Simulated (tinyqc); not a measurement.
Inside a calculation: deformation potentials from a strained empirical pseudopotential. Values are carried at full precision from step to step, so a last printed digit may differ when a step is redone from the rounded ones.

Diamond lattice, no spin-orbit coupling. Atomic form factor V(q) = a1 (q^2 - a2)/(a3 exp(a4 q^2) - 1) in rydberg with q in 1/bohr, for the unstrained cell. Under a strain e the reciprocal vectors and k go over into (1 + e)^(-1) G, the atoms sit at +/- tau with tau = (1 + e) a (1,1,1)/8 - zeta a (eyz, ezx, exy)/4, and H(G,G') = c |k + G|^2 delta + (V(q)/det(1 + e)) cos(q.tau), q = G - G', with the term q = 0 left out; c = hbar^2/2m0. The basis is fixed before straining: all G with |k + G|^2 up to 16 (2 pi/a)^2. k is given in units of 2 pi/a of the unstrained cell.

Constants: a0 (Bohr radius) = 0.5291772105 angstrom; hbar^2/2m0 = 3.80998211 eV angstrom^2; Ry = 13.60569312 eV.

Inputs chosen for the exercise (near those of Si; not measured data): a = 5.44 angstrom (lattice constant); A = (0.531, 2.185, 2.079, 0.492) (a1 (Ry bohr^2), a2 (1/bohr^2), a3, a4 (bohr^2)); h = 0.005 (size of the test strain); kD = 0.82 2 pi/a (position of the Delta minimum); zeta = 0.45 (internal-strain parameter).

## Form factors, unstrained and under a volume change

q^2 = n (2 pi/a)^2 a0^2 for the shells n = 3, 8, 11; for e = h 1, q^2 is divided by (1 + h)^2 and V by (1 + h)^3. Last column: the change divided by the relative change of volume, (1 + h)^3 - 1.

Form factors:

| n | q^2 (1/bohr^2) | V (Ry) | V expanded (Ry) | dV/(dVol/Vol) (Ry) |
|---|---|---|---|---|
| 3 | 1.12069 | -0.21666 | -0.21732 | -0.0434 |
| 8 | 2.98851 | 0.05303 | 0.05115 | -0.1249 |
| 11 | 4.10920 | 0.06951 | 0.06848 | -0.0684 |

## Gaps under a volume change

e = -h 1, 0, +h 1; gaps from the valence top to the s-like level at Gamma (level 8), and to level 5 at (kD,0,0) and (1/2,1/2,1/2).

Gaps (eV):

| gap | e = -h | e = 0 | e = +h |
|---|---|---|---|
| Gamma, s-like | 4.06208 | 3.93423 | 3.80660 |
| Delta | 0.86211 | 0.90341 | 0.94245 |
| L | 1.86890 | 1.84143 | 1.81312 |

## Hydrostatic deformation potentials

a = [E(+h) - E(-h)]/(3 ln((1 + h)/(1 - h))).

a of the gaps to Gamma, Delta, L (eV): -8.52  2.68  -1.86

Compression opens the Gamma gap, opens the L gap and closes the Delta gap. Only differences are defined here: the absolute shifts depend on the mean potential, which this model leaves out.

## Tetragonal strain

e = diag(-h/2, -h/2, h). Level 5 at (kD,0,0) and (0,0,kD), and levels 2 to 4 at Gamma, all from the mean of the three valence levels.

Delta x, Delta z (eV): 0.88327  0.94359

valence levels (eV): -0.04863  0.02432  0.02432

## Xu of the Delta valleys and b

For e = diag(-h/2, -h/2, h): E(Delta z) - E(Delta x) = Xu (ezz - exx), and without spin-orbit coupling E(Z) - E(X, Y) = 3 b (ezz - exx); Z is the single level, X and Y the pair.

Xu = 8.04 eV
b = -3.24 eV

Stretching along z raises the valleys on the z axis and lowers the Z valence state. One-sided differences carry an error of order h. A local potential fitted to band energies alone fixes these slopes only roughly; b tends to come out too large and Xu of L too small.

## Trigonal strain

exy = eyz = ezx = h, with the internal displacement. Level 5 at (1/2,1/2,1/2) and (1/2,-1/2,-1/2), and levels 2 to 4 at Gamma, from the mean of the three valence levels.

L [111], L [1-1-1] (eV): 1.96119  1.80126

valence levels (eV): -0.06530  0.03265  0.03265

## Xu of the L valleys and d

For the tensor strain exy = eyz = ezx = h: E(L [111]) - E(L [1-1-1]) = (8/3) Xu h, and E(single valence level) - E(pair) = 3 sqrt(3) d h. Find Xu and d.

Xu (L) = 11.99 eV
d = -3.77 eV

## Checks

- Level 5 at (kD,0,0) and (0,kD,0) under the tetragonal strain (eV): both 11.2533.

(tinyqc, `OMP_NUM_THREADS=1 python tinyqc.py 1850078 1850079 out.jsonl`, Intel(R) Xeon(R) Processor @ 2.30GHz, 1 thread, shared host, about 0.2 s.)
